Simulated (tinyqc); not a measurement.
Power iteration on a symmetric matrix, step by step. Computed by tinyqc, a small Python program that keeps every step. Settings: method = power, shift = 1.58. Command: `OMP_NUM_THREADS=1 python tinyqc.py 27533 27534 out.jsonl` (the two numbers bound the seeds that draw the settings). One thread of a shared host (Intel(R) Xeon(R) Processor @ 2.60GHz), about 0.01 s of CPU time with the checks.

## Step 1

A, lower triangle:
```
          1        2         3        4
1   0.06200
2  -0.04300  0.06500
3   0.12900  0.02800   0.58700
4   0.05100  0.02400  -0.04200  1.71800
```

vector v at the start: 0.50000  0.50000  0.50000  0.50000

shift = 1.58000

w = (A - shift) v; v' = w/|w| with its largest component positive (the first on a tie); lambda = v'^T A v'.

vector after step 1: 0.61913  0.67517  0.39363  -0.07666

Rayleigh quotient after step 1 = 0.19146

## Step 2

As before.

vector after step 2: 0.64932  0.73265  0.20344  -0.01456

Rayleigh quotient after step 2 = 0.08598

## Step 3

As before.

vector after step 3: 0.65717  0.75052  0.06437  -0.02660

Rayleigh quotient after step 3 = 0.03564

## Course of the iteration

Stop when the residual |A v - lambda v| is below 1e-9.

Steps:
```
step      lambda  residual
1      0.1914628  2.97e-01
2      0.0859794  2.12e-01
3      0.0356411  1.43e-01
4      0.0139661  9.21e-02
5      0.0050913  5.94e-02
6      0.0013741  3.97e-02
7     -0.0003295  2.85e-02
8     -0.0012393  2.24e-02
9     -0.0018199  1.90e-02
10    -0.0022488  1.69e-02
11    -0.0025954  1.55e-02
12    -0.0028886  1.44e-02
13    -0.0031418  1.34e-02
14    -0.0033624  1.26e-02
15    -0.0035552  1.17e-02
16    -0.0037239  1.10e-02
17    -0.0038717  1.03e-02
18    -0.0040010  9.62e-03
19    -0.0041142  9.00e-03
20    -0.0042132  8.42e-03
21    -0.0042999  7.88e-03
22    -0.0043756  7.37e-03
23    -0.0044419  6.89e-03
24    -0.0044998  6.44e-03
25    -0.0045505  6.02e-03
26    -0.0045947  5.63e-03
27    -0.0046334  5.26e-03
28    -0.0046672  4.92e-03
29    -0.0046967  4.60e-03
30    -0.0047226  4.30e-03
```

all eigenvalues, for comparison: -0.00490  0.09896  0.61680  1.72114

Not converged in 30 steps: the residual falls only by the ratio of the two largest distances of eigenvalues from the shift, 0.93 a step.
